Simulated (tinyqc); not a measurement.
Capacitance of parallel on-chip lines from Laplace's equation on a mesh: one step of the calculation.

Cross-section of an endless row of equal lines between two grounded planes; neighbours are driven in antiphase (+1 V and -1 V), so the plane midway between two lines is at 0 V. By symmetry one quarter is solved: x runs from the centre of a line (column 0, mirror) to that midplane (column 3, 0 V), y from the mid-height of the line (row 0, mirror) to the ground plane (row 4, 0 V). The line fills columns 0 to 1 and rows 0 to 2 at 1 V. Cells beside the line (below row 2) have e2, cells above have e1. Each link between nodes has the conductance g = mean permittivity of the two cells beside it (a cell beyond a mirror counts as 0), and the free nodes obey sum g (V_neighbour - V) = 0.

Problem. Capacitance per length. C = 4 eps0 sum g (difference of V)^2 over all links (twice the energy of the four quarters, line at 1 V). Plate estimate without fringing: eps0 [2 e1 w/hd + 2 e2 t/(s/2)], w = 2 hx, t = 4 hx, s/2 = 2 hx, hd = 2 hx.

Parameters, values chosen for the exercise:

| symbol | value | unit | meaning |
|---|---|---|---|
| e1 | 2.7 |  | relative permittivity above and below the lines |
| e2 | 2.4 |  | relative permittivity between the lines |

Constants: eps0 = 8.8541878128e-12 F/m. Results are converted to the units shown.

converged V (V):
```
           col 0      col 1      col 2      col 3
row 0  1.0000000  1.0000000  0.4881824  0.0000000
row 1  1.0000000  1.0000000  0.4763647  0.0000000
row 2  1.0000000  1.0000000  0.4172763  0.0000000
row 3  0.4583568  0.4167136  0.2084975  0.0000000
row 4  0.0000000  0.0000000  0.0000000  0.0000000
```

gx:
```
       col 0  col 1  col 2
row 0    1.2    1.2    1.2
row 1    2.4    2.4    2.4
row 2   2.55   2.55   2.55
row 3    2.7    2.7    2.7
row 4   1.35   1.35   1.35
```

gy:
```
       col 0  col 1  col 2  col 3
row 0    1.2    2.4    2.4    1.2
row 1    1.2    2.4    2.4    1.2
row 2   1.35    2.7    2.7   1.35
row 3   1.35    2.7    2.7   1.35
```

Find: C; plate estimate.

Solution.

C = 200.56 aF/um
plate estimate = 132.81 aF/um

tinyqc, about 0.7 s, one thread, Intel Xeon 2.30GHz (shared host): `OMP_NUM_THREADS=1 python tinyqc.py 2790191 2790192 out.jsonl`
